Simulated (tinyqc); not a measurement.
Worked calculation: tight binding, honeycomb lattice. Computed by tinyqc, a small Python program that keeps every step. Settings: t1 = 0.92, t2 = 0.05, phi = 1.57, delta = 0, points = 7. Command: `OMP_NUM_THREADS=1 python tinyqc.py 24507 24508 out.jsonl` (the two numbers bound the seeds that draw the settings). One thread of a shared host (Intel(R) Xeon(R) Processor @ 2.60GHz), about 0.01 s of CPU time with the checks.

## Bloch Hamiltonian at k

Parameters chosen for this model:
```
parameter     value                        unit
t1         0.920000                 eV, nearest
t2         0.050000       eV, second neighbours
phi        1.570000  rad, phase of t2 (Haldane)
delta             0          eV, +/- on A and B
```

k point k (fractions of the reciprocal vectors): 0.420000  0.040000

H_AB = -t1 (1 + exp(-i k.a1) + exp(-i k.a2)); H_AA = delta - 2 t2 sum cos(k.b + phi), H_BB = -delta - 2 t2 sum cos(k.b - phi), b = a1, a2 - a1, -a2.

H(k) at k (eV):
```
                     A                    B
A            -0.045098  -1.004894+0.672008i
B  -1.004894-0.672008i             0.045199
```

## Levels at k

Diagonalise the Hermitian matrix.

eigenvalues (eV): -1.209679  1.209780

weights |c|^2 of the basis functions:
```
     band 1    band 2
A  0.518660  0.481340
B  0.481340  0.518660
```

## Bloch Hamiltonian at K

k point K (fractions of the reciprocal vectors): 0.333333  0.666667

As before.

H(k) at K (eV):
```
          A          B
A  0.259927   0.000000
B  0.000000  -0.259688
```

## Levels at K

As before.

eigenvalues (eV): -0.259688  0.259927

weights |c|^2 of the basis functions:
```
     band 1    band 2
A  0.000000  1.000000
B  1.000000  0.000000
```

## Bands along a path

The same steps at evenly spaced points between the labelled ones.

Bands along the path (eV):
```
k             band 1    band 2
G          -2.760239  2.759761
G-K 0.25   -2.513700  2.513345
G-K 0.50   -1.842077  1.841997
G-K 0.75   -0.941409  0.941568
K          -0.259688  0.259927
K-M 0.25   -0.451001  0.451226
K-M 0.50   -0.698762  0.698958
K-M 0.75   -0.863237  0.863407
M          -0.919920  0.920080
M-K' 0.25  -0.863237  0.863407
M-K' 0.50  -0.698762  0.698958
M-K' 0.75  -0.451001  0.451226
K'         -0.259688  0.259927
```

With 1 band(s) filled, the highest filled level on these points lies at K and the lowest empty one at K: a gap of 0.5196 eV, direct.

## Chern number of the lower band

On a 7 x 7 mesh, the phase of the product of overlaps around each plaquette (k1 then k2); the sum over 2 pi is an integer.

plaquette phases (rad):
```
           1          2          3          4          5          6          7
1   0.000000  -0.000779  -0.010019  -0.079233  -0.009359   0.011725   0.004153
2  -0.000779  -0.009864  -0.024840  -0.153797  -0.204777   0.028080   0.011725
3  -0.010019  -0.024840  -0.053353  -0.206058  -1.659781  -0.204777  -0.009359
4  -0.079233  -0.153797  -0.206058  -0.193100  -0.206058  -0.153797  -0.079233
5  -0.009359  -0.204777  -1.659781  -0.206058  -0.053353  -0.024840  -0.010019
6   0.011725   0.028080  -0.204777  -0.153797  -0.024840  -0.009864  -0.000779
7   0.004153   0.011725  -0.009359  -0.079233  -0.010019  -0.000779   0.000000
```

Chern number = -1.000000
